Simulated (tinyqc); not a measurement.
Space-charge-limited current with shallow traps: one step of the calculation.

One carrier type, drift only, an injecting contact at x = 0 (zero field) and thickness L. The share th = y/(1 + y), y = (Nc/Nt) exp(-Et/kB T), of the injected charge is free: J = q mu n F, eps0 eps_r dF/dx = q (n - n0)/th.

Question. The exact current. Exact: with u = n0/n(L), w = -u - ln(1 - u) and v = -u - u^2/2 - ln(1 - u), V = (q n0 L^2/(th eps0 eps_r)) v/w^2 and J = q^2 n0^2 mu L/(th eps0 eps_r w). v/w^2 falls steadily with u, so u follows by bisection.

Inputs (values chosen for the exercise): temperature T = 350 K; relative permittivity eps_r = 22.4; mobility mu = 7.7 cm^2/(V s); thickness L = 12000 nm; band density of states Nc = 3.5e19 cm^-3; trap density Nt = 2e15 cm^-3; trap depth Et = 0.34 eV; free carrier density in equilibrium n0 = 9.1e12 cm^-3; voltage V = 52 V.

Constants: q = 1.602176634e-19 C, kB = 1.380649e-23 J/K, Vt = kB T/q, eps0 = 8.8541878128e-14 F/cm where lengths are in cm. Results are converted to the units shown.

Give: v/w^2; u; w; J; exit field over V/L.

Answer.

v/w^2 = 8.939
u = 0.1370
w = 0.01035
J = 5.260 A/cm^2
exit field over V/L = 1.482

J is 2.2 % below the plain sum of the two limits; the exit field lies between the ohmic 1 and the Mott-Gurney 1.5.

Range of the model: Diffusion and a field-dependent mobility are left out. With injecting contacts the diffusion current, about 4 pi^2 Vt th eps0 eps_r mu V/L^3, equals the Mott-Gurney current at V = 35 kB T/q (0.9 V at 300 K), so the drift-only result needs V well above that.

Computed by the program tinyqc: `OMP_NUM_THREADS=1 python tinyqc.py 2370136 2370137 out.jsonl`, one thread of a shared Intel Xeon 2.30GHz, about 0.01 s for the whole run.
